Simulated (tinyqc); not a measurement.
# Four-point probe at the centre of a round wafer

Four collinear probes with spacing s at the centre of a thin disc of diameter d with an insulating edge: Rs = C V/I, C = pi/{ln 2 + ln[((d/s)^2 + 3)/((d/s)^2 - 3)]}; C tends to pi/ln 2 = 4.5324. x = d/s.

Inputs (values chosen for the exercise): sheet density of the layer ns = 5.2e12 cm^-2; drift mobility mu = 28 cm^2/(V s); current I = 50 uA.

Constants: q = 1.602176634e-19 C. Results are converted to the units shown.

Result of one run:
```
x        C  C over its limit  V for Rs = 1/(q ns mu) (mV)
10  4.1712           0.92031                       513.85
```

What becomes of these results when the ratio d/s x is changed from 10 to 7.5, all else the same?

Result of the changed run:
```
x         C  C over its limit  V for Rs = 1/(q ns mu) (mV)
7.5  3.9274           0.86653                       545.75
```

The whole series:
```
x         C  C over its limit  V for Rs = 1/(q ns mu) (mV)
4    2.9289           0.64621                       731.81
5    3.3625           0.74188                       637.44
7.5  3.9274           0.86653                       545.75
10   4.1712           0.92031                       513.85
15   4.3644           0.96295                       491.10
20   4.4364           0.97882                       483.14
40   4.5080           0.99462                       475.46
100  4.5284           0.99914                       473.31
```

C rises from 2.929 to 4.528. Using 4.5324 overstates Rs by 54.7 % in the first row and by under 1 % from d/s = 40 on among the rows.

Program tinyqc, `OMP_NUM_THREADS=1 python tinyqc.py 2850182 2850183 out.jsonl`; Intel Xeon 2.30GHz, shared host, one thread, about 0.01 s.
